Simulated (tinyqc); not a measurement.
Inside a calculation. Method: plane-wave Kohn-Sham cycle with exchange-only LDA in a layered model solid. Computed by tinyqc, a small Python program that keeps every step. Settings: points = 16, plane-wave index or count = 2, electrons = 2, k points = 1, area = 24.0, mixing = 1.0, iteration cap = 67, Kerker q0 = 1.38. Command: `OMP_NUM_THREADS=1 python tinyqc.py 26907 26908 out.jsonl` (the two numbers bound the seeds that draw the settings). One thread of a shared host (Intel(R) Xeon(R) Processor @ 2.60GHz), about 0.02 s of CPU time with the checks.

A solid whose potential varies along x alone (atomic units):
```
parameter                      value
period a                   16.000000
cross-section of the cell  24.000000
electrons per cell                 2
grid points                       16
plane waves -n..n, n               2
k points                           1
V1 in V1 cos(2 pi x/a)     -0.710000
V2 in V2 cos(4 pi x/a)     -0.190000
```

Stop when sqrt(dV sum R^2) is below 1e-8, dV = a A/N.

Course of the cycle:
```
iteration  E (hartree)  norm of the residual
1          -1.53806103              1.52e-01
2          -1.44412164              1.31e-01
3          -1.36571679              1.16e-01
4          -1.30115459              1.04e-01
5          -1.24770410              9.39e-02
6          -1.20318847              8.55e-02
7          -1.16595349              7.83e-02
8          -1.13471186              7.19e-02
9          -1.10843879              6.61e-02
10         -1.08630895              6.08e-02
11         -1.06765238              5.60e-02
...                ...                   ...
57         -0.97113146              9.52e-04
58         -0.97113153              8.71e-04
59         -0.97113171              7.97e-04
60         -0.97113195              7.29e-04
61         -0.97113223              6.68e-04
62         -0.97113253              6.11e-04
63         -0.97113282              5.60e-04
64         -0.97113311              5.13e-04
65         -0.97113339              4.70e-04
66         -0.97113365              4.30e-04
67         -0.97113389              3.94e-04
```

Can the last value be used, and what does the course show?

Not by the stop rule, although the second column moves by less than 1e-06 over the last three steps. Not converged within 67 iterations: the residual falls steadily but slowly, by a factor of about 0.92 a step. Reruns (cap 100 unless said): mixing 0.1: not converged; mixing 0.5, Kerker q0 1.0: not converged; mixing 0.3, Pulay depth 5: converged in 16 (E = -0.97114); the original settings with a cap of 400: converged in 192 (E = -0.97114).
